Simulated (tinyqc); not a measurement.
Changing the pump speed S: gas flow in a process chamber: flow regimes, conductance, effective pumping speed, pump-down, outgassing and purge. Computed by tinyqc, a small Python program. Command: `OMP_NUM_THREADS=1 python tinyqc.py 3120451 3120452 out.jsonl pump sweep`. One thread of a shared host (Intel(R) Xeon(R) Processor @ 2.30GHz), about 0.01 s of CPU time with the checks.

Ideal gas, isothermal flow, a pump of constant speed at the end of a round pipe; process gas, volume gas and outgassing are given the same properties. 1 sccm = 101325 Pa x 1e-6 m^3/60 s x T/273.15 K.

Inputs (values chosen for the exercise, modelled on oxygen near room temperature):

| quantity | value | unit |
|---|---|---|
| molar mass M | 32 | g/mol |
| molecular diameter | 0.36 | nm |
| viscosity eta | 20.6 | micropascal s |
| temperature T | 300 | K |
| chamber volume V | 20 | L |
| wall area | 3.5 | m^2 |
| pipe diameter d | 16 | cm |
| pipe length l | 19 | cm |
| process gas flow | 9.8 | sccm |
| outgassing rate after 1 h | 2.8e-06 | Pa m^3/(s m^2) |
| outgassing exponent n | 1.1 | - |
| target base pressure | 2e-05 | Pa |

Constants: k_B = 1.380649e-23 J/K; u = 1.6605390666e-27 kg.

Method:
- Mean speed c = sqrt(8 k_B T/(pi m)); aperture conductance C_a = c pi d^2/16; molecular pipe C_m = C_a/(1 + 3 l/(4 d)) (Dushman form); viscous pipe C_v = pi d^4 p_mean/(128 eta l); Knudsen interpolation C = C_v + C_m (1 + x)/(1 + 1.24 x), x = d p_mean sqrt(m/(k_B T))/eta.
- Effective speed 1/S_eff = 1/S + 1/C_m; time constant V/S_eff; pressure at which the free path k_B T/(sqrt2 pi d_m^2 p) equals d.
- Steady flow: the pump inlet is at p_2 = Q/S, and the chamber pressure p_1 solves Q = C((p_1 + p_2)/2) (p_1 - p_2). Residence time = p_1 V/Q.
- Knudsen number = free path at the mean pressure over d.
- From the outgassing limit: t = 1 h x (q_1 A/(S_eff p_target))^(1/n) - 10 s; monolayer time at the target = 1e19 m^-2 x 4 k_B T/(p c) for unit sticking.

One run for each value:

| pump speed S (L/s) | S_eff in molecular flow (L/s) | chamber pressure p_1 (Pa) | time to the target (h) |
|---|---|---|---|
| 5 | 4.98 | 3.6365 | 64.841 |
| 13 | 12.86 | 1.4009 | 27.367 |
| 36 | 34.94 | 0.5109 | 11.029 |
| 97 | 89.66 | 0.1976 | 4.681 |
| 260 | 213.20 | 0.0835 | 2.128 |
| 690 | 436.01 | 0.0415 | 1.109 |
| 1900 | 729.63 | 0.0251 | 0.694 |
| 5000 | 957.64 | 0.0192 | 0.541 |

Describe and explain the trends.

Over the rows, S_eff in molecular flow (L/s) rises from 4.98 to 958 (exponent d ln y / d ln x 0.99 between the first rows and 0.28 between the last); chamber pressure p_1 (Pa) falls from 3.64 to 0.0192 (exponent d ln y / d ln x -1.00 between the first rows and -0.28 between the last); time to the target (h) falls from 64.8 to 0.541 (exponent d ln y / d ln x -0.90 between the first rows and -0.26 between the last). At the low end the exponent of S_eff in molecular flow is 0.99, close to 1: the pump limits.

Caution (rows 5000): S over the pipe area exceeds 0.3 of the mean molecular speed: the pipe end cannot pass this speed without choking, so p_2 = Q/S and the conductance formulas are only formal.
